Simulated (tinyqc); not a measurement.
Worked calculation: nudged elastic band on a two-dimensional model surface. Computed by tinyqc, a small Python program that keeps every step. Command: `OMP_NUM_THREADS=1 python tinyqc.py 3003132 3003133 out.jsonl neb walk`. One thread of a shared host (Intel(R) Xeon(R) Processor @ 2.30GHz), about 0.2 s of CPU time with the checks. Intermediate numbers are printed to about 6 digits and carried at full precision; extremes and crossings named in words are read from the listed rows.

V(x, y) = h u^2 + t x + (kappa/2)(y + c u)^2 with u = x^2/w^2 - 1; the path runs from the minimum near (-w, 0) to that near (w, 0).

Inputs (values chosen for the exercise, for a model surface):
```
quantity                     value           unit
height h                       1.4             eV
half width w                   1.3       angstrom
transverse stiffness kappa     3.3  eV/angstrom^2
curvature c                   0.57       angstrom
tilt t                      -0.048    eV/angstrom
movable images n                 6              -
spring constant k_s            2.3  eV/angstrom^2
step factor eta             0.0016  angstrom^2/eV
iteration cap                  100              -
```

Surface: curved double well. Climbing image: on.

## Stationary points

Newton steps x(new) = x - H^-1 grad V (moves limited to 0.3 angstrom) from (-w, 0), (w, 0) and (0, c) give the two minima and the saddle.

positions (angstrom):
```
               x         y
start   -1.29270   0.00639
end      1.30718  -0.00632
saddle  -0.01449   0.56993
```

energies (eV): start 0.06223, end -0.06257, saddle 1.40035

barrier from the start = 1.33812 eV

## Straight-line start

Images are spaced evenly on the line between the minima.

images at the start (angstrom):
```
                 x          y
image 1  -0.921284   0.004572
image 2  -0.549873   0.002758
image 3  -0.178462   0.000943
image 4   0.192949  -0.000872
image 5   0.564361  -0.002687
image 6   0.935772  -0.004502
```

energies above the start (eV): 0.45747  1.26520  1.80840  1.78184  1.18989  0.34650

The highest image lies +0.4703 eV from the true barrier.

## Iteration 1

Tangent at image i: towards the higher neighbour if the energies rise or fall through i; at a maximum or minimum, tau = t+ dmax + t- dmin if V(i+1) > V(i-1), else t+ dmin + t- dmax, with t+ = R(i+1) - R(i), t- = R(i) - R(i-1) and dmax, dmin the larger and smaller of |V(i+1) - V(i)| and |V(i-1) - V(i)|; then normalise. Force F = -grad V + (grad V.tau) tau + k_s (|t+| - |t-|) tau. With a climbing image, the highest image feels instead F = -grad V + 2 (grad V.tau) tau and no spring. Update R(new) = R + eta F; the end points stay fixed.

unit tangents:
```
                x          y
image 1  0.999988  -0.004886
image 2  0.999988  -0.004886
image 3  0.999988  -0.004886
image 4  0.999988  -0.004886
image 5  0.999988  -0.004886
image 6  0.999988  -0.004886
```

forces (eV/angstrom):
```
               x        y
image 1  0.00445  0.91121
image 2  0.00745  1.52547
image 3  0.77198  1.83498
image 4  0.00902  1.84686
image 5  0.00755  1.54584
image 6  0.00455  0.93157
```

images after iteration 1 (angstrom):
```
                 x          y
image 1  -0.921277   0.006030
image 2  -0.549861   0.005198
image 3  -0.177227   0.003879
image 4   0.192964   0.002083
image 5   0.564373  -0.000214
image 6   0.935779  -0.003011
```

## Iteration 2

The formulas are those given above.

unit tangents:
```
                x          y
image 1  0.999997  -0.002240
image 2  0.999994  -0.003541
image 3  0.999989  -0.004787
image 4  0.999988  -0.004851
image 5  0.999981  -0.006183
image 6  0.999972  -0.007532
```

forces (eV/angstrom):
```
               x        y
image 1  0.00204  0.91185
image 2  0.00819  1.52016
image 3  0.76503  1.82600
image 4  0.01172  1.83705
image 5  0.00953  1.54041
image 6  0.00703  0.93221
```

images after iteration 2 (angstrom):
```
                 x          y
image 1  -0.921274   0.007489
image 2  -0.549848   0.007631
image 3  -0.176003   0.006800
image 4   0.192983   0.005022
image 5   0.564388   0.002251
image 6   0.935790  -0.001520
```

## All iterations

Start on the straight line; stop when the largest force is below 1e-4 or above 1e6 eV/angstrom.

Course of the band:
```
iteration  highest image (eV)  largest force (eV/angstrom)
1                     1.80840                      1.99076
2                     1.80393                      1.97978
3                     1.79950                      1.96887
4                     1.79511                      1.95803
5                     1.79075                      1.94725
6                     1.78643                      1.93653
7                     1.78214                      1.92587
8                     1.77789                      1.91528
9                     1.77368                      1.90475
...                       ...                          ...
92                    1.52857                      1.21196
93                    1.52664                      1.20544
94                    1.52472                      1.19895
95                    1.52283                      1.19250
96                    1.52095                      1.18609
97                    1.51909                      1.17971
98                    1.51725                      1.17336
99                    1.51543                      1.16705
100                   1.51362                      1.16078
```

Band at the end:
```
image  x (angstrom)  y (angstrom)    E (eV)
0          -1.29270      0.006387   0.00000
1          -0.93170      0.138773   0.34528
2          -0.54356      0.202200   1.03578
3          -0.09622      0.230656   1.51362
4           0.20874      0.227186   1.43414
5           0.57524      0.198446   0.92710
6           0.94958      0.132280   0.22625
7           1.30718     -0.006317  -0.12480
```

energy of the highest image = 1.51362 eV

iterations = 100

largest force at the end = 1.16078 eV/angstrom

Tail of the force series: the residual falls at every step, but slowly, by a factor of about 0.995 a step

Not converged within 100 iterations: the residual falls at every step, but slowly, by a factor of about 0.995 a step.

Reruns converge with step factor eta = 0.04, iteration cap = 600. Reruns still fail with step factor eta = 0.00027, iteration cap = 600; and with iteration cap = 600.
